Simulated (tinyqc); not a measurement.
Inside a calculation (part 2 of 2). Method: RKS/PBE0 in the 3-21g basis, for H3-, spin multiplicity 1. The basis has no diffuse functions, so it cannot describe the extra electron: this is an exercise in the method, not the real anion. Computed by tinyqc, a small Python program that keeps every step (integrals from PySCF). Command: `OMP_NUM_THREADS=1 python tinyqc.py 24199 24200 out.jsonl` (the two numbers bound the seeds that draw the settings). One thread of a shared host (Intel(R) Xeon(R) Processor @ 2.60GHz), about 0.3 s of CPU time with the checks.

Geometry (angstrom):
```
atom        x        y         z
H     0.00000  0.00000   0.00000
H     0.00000  0.00000   0.81500
H     0.00000  0.00000  -0.81500
```

## Convergence

Stop when the energy changes by less than 1e-10 hartree and every element of the error matrix X^T (F D S - S D F) X is below 3e-06.

Course of the cycle:
```
iteration  E (hartree)     change  largest element of the error matrix
1            3.5032849          -                             3.49e-01
2           -1.5608866  -5.06e+00                             8.75e-02
3           -1.5770143  -1.61e-02                             1.62e-02
4           -1.5773188  -3.05e-04                             8.14e-04
5           -1.5773199  -1.14e-06                             7.89e-05
6           -1.5773199  -1.27e-08                             1.08e-06
7           -1.5773199  -1.89e-12                             6.27e-08
```

PySCF RKS in the same basis, fine grid = -1.5765846 hartree

Converged in 7 iterations. The coarse grid moves the energy by -7.35e-04 hartree.

## Populations, bond orders and dipole

D after iteration 7, lower triangle:
```
         1H 1s    1H 2s     2H 1s     2H 2s    3H 1s    3H 2s
1H 1s  0.16338
1H 2s  0.15112  0.13977
2H 1s  0.10103  0.09344   0.15522
2H 2s  0.12078  0.11171   0.38513   1.12837
3H 1s  0.10103  0.09344  -0.03028  -0.23576  0.15522
3H 2s  0.12078  0.11171  -0.23576  -0.94979  0.38513  1.12837
```

overlap S, lower triangle:
```
         1H 1s    1H 2s    2H 1s    2H 2s    3H 1s    3H 2s
1H 1s  1.00000
1H 2s  0.64590  1.00000
2H 1s  0.33660  0.45119  1.00000
2H 2s  0.45119  0.80472  0.64590  1.00000
3H 1s  0.33660  0.45119  0.01655  0.15397  1.00000
3H 2s  0.45119  0.80472  0.15397  0.41935  0.64590  1.00000
```

Mulliken: Z minus the diagonal of D S on the atom; Loewdin: the same with S^(1/2) D S^(1/2); Mayer order: 2 sum_s sum (D(s) S)_ij (D(s) S)_ji over the two atoms.

Charges (e):
```
atom  Mulliken   Loewdin
1H     0.06053   0.07886
2H    -0.53026  -0.53943
3H    -0.53026  -0.53943
```

Mayer bond orders:
```
pair    order
2-1   0.49817
3-1   0.49817
3-2   0.12399
```

dipole moment about the origin, x y z (debye): 0.00000  0.00000  0.00000
